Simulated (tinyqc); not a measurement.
Round or elliptic silicon nanowire with anisotropic valleys (Ritz method): one step. Matrices of three even functions. Two cases, with inputs chosen for the exercise.

Problem. Basis 1, u^2, v^2 times (1 - u^2 - v^2); form S and H for the chosen group.

Wire along x = [110] on a (001) wafer, y = [-110], z = [001]. Valley groups (w = inverse masses): A, two valleys along z: w_y = 1/mt, w_z = 1/ml, m_x = mt; B, four valleys in the wafer plane: w_y = (1/ml + 1/mt)/2, w_z = 1/mt, m_x = (ml + mt)/2.

Hard wall on the ellipse (y/a)^2 + (z/b)^2 = 1, c = hbar^2/2m0. With u = y/a, v = z/b the operator is -c [(w_y/a^2) d2/du2 + (w_z/b^2) d2/dv2] on the unit disc. Basis (1 - u^2 - v^2) u^i v^j; S, X and Y are the disc integrals of f f', (df/du)(df'/du) and (df/dv)(df'/dv), from the integral of u^p v^q = 2 Gamma((p+1)/2) Gamma((q+1)/2)/((p + q + 2) Gamma((p+q+2)/2)) for even p, q; H = c (w_y X/a^2 + w_z Y/b^2).

Constants: hbar^2/2m0 = 3.80998211 eV angstrom^2.

Case 1.

Values chosen (near those of a Si nanowire; not measured data): ml = 0.911 m0 (longitudinal mass); mt = 0.188 m0 (transverse mass); a = 34 angstrom (semi-axis along y); b = 34 angstrom (semi-axis along z); group = B (valley group worked out).

Case 2.

Values chosen (near those of a Si nanowire; not measured data): ml = 0.901 m0 (longitudinal mass); mt = 0.191 m0 (transverse mass); a = 38 angstrom (semi-axis along y); b = 44 angstrom (semi-axis along z); group = A (valley group worked out).

Give: S; H.

Solution.

Case 1.

S:
```
            1       u^2       v^2
1    1.047198  0.130900  0.130900
u^2  0.130900  0.039270  0.013090
v^2  0.130900  0.013090  0.039270
```

H (meV):
```
           1      u^2      v^2
1    88.2959  14.7160  14.7160
u^2  14.7160  11.0552   1.8395
v^2  14.7160   1.8395  14.6977
```

Case 2.

S:
```
            1       u^2       v^2
1    1.047198  0.130900  0.130900
u^2  0.130900  0.039270  0.013090
v^2  0.130900  0.013090  0.039270
```

H (meV):
```
           1      u^2     v^2
1    50.2601   8.3767  8.3767
u^2   8.3767  10.3743  1.0471
v^2   8.3767   1.0471  4.2849
```

Computed by tinyqc, one run a case: `OMP_NUM_THREADS=1 python tinyqc.py N N+1 out.jsonl` with N = 1281468, 1282176; one thread of a shared Intel(R) Xeon(R) Processor @ 2.30GHz, about 0.03 s a run at most.
